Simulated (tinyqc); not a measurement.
What each parameter does: Wannier functions of a composite (isolated) pair of valence bands (bonds of an sp chain).

Each atom has a hybrid pointing left (<) and right (>). H(k): diagonal +V3 on A, -V3 on B; <A<|A>> = -V1a, <B<|B>> = -V1b, <A>|B<> = -V2, <B>|A<> = -V2p exp(ik); k in 1/a, Bloch sums with exp(ikR). The two lowest bands are filled. Trial functions in cell 0: g1 = cos(c) A> + sin(c) B<, and g2 = sin(c) B> + cos(c) A< of cell 1, whose Bloch vector has cos(c) exp(-ik) on A<. Projection A_mn = <psi_m|g_n>, S = A^+ A, Loewdin U = A S^(-1/2), Bloch-like states w_n = sum_m psi_m U_mn, H_W(k) = U^+ diag(E) U. P = sum_m |psi_m><psi_m| is free of phase choices, and S = g^+ P g, w = P g S^(-1/2).

Values chosen for the exercise:
```
symbol  value  unit     meaning
V2      3.42   eV       coupling in the bond A-B inside the cell
V2p     3.67   eV       coupling in the bond to the next cell
V1a     1.14   eV       coupling of the two hybrids on A
V1b     1.13   eV       the same on B
V3      0.91   eV       A at +V3, B at -V3
c       55     degrees  trial bonds cos(c) on A, sin(c) on B
xb      0.55   a        position of B (A at 0)
```

N = 12: centres, total spread (point-like hybrids at R and R + xb) and H_12(0).

Results for these values:
```
case  centre 1 (a)  centre 2 (a)  total spread (a^2)  H_12(0) (eV)
base        0.3427        0.7232              0.1253       -0.6939
```

What happens to each result for V2 = 3.82 eV, all else kept?

Answer: centre 1 falls from 0.3427 to 0.3360; centre 2 falls from 0.7232 to 0.7228; total spread rises from 0.1253 to 0.1254; H_12(0) rises from -0.6939 to -0.6880.

The same for each parameter in turn:
```
case           centre 1 (a)  centre 2 (a)  total spread (a^2)  H_12(0) (eV)
base                 0.3427        0.7232              0.1253       -0.6939
V2 = 3.82 eV         0.3360        0.7228              0.1254       -0.6880
V2p = 4.07 eV        0.3432        0.7281              0.1250       -0.6882
V1a = 1.34 eV        0.3412        0.7247              0.1267       -0.6900
V1b = 1.33 eV        0.3433        0.7226              0.1267       -0.8160
V3 = 1.31 eV         0.3697        0.7023              0.1175       -0.7494
xb = 0.6 a           0.3738        0.7538              0.1287       -0.6939
```

(tinyqc, `OMP_NUM_THREADS=1 python tinyqc.py 1450301 1450302 out.jsonl`, Intel(R) Xeon(R) Processor @ 2.30GHz, 1 thread, shared host, about 0.2 s.)
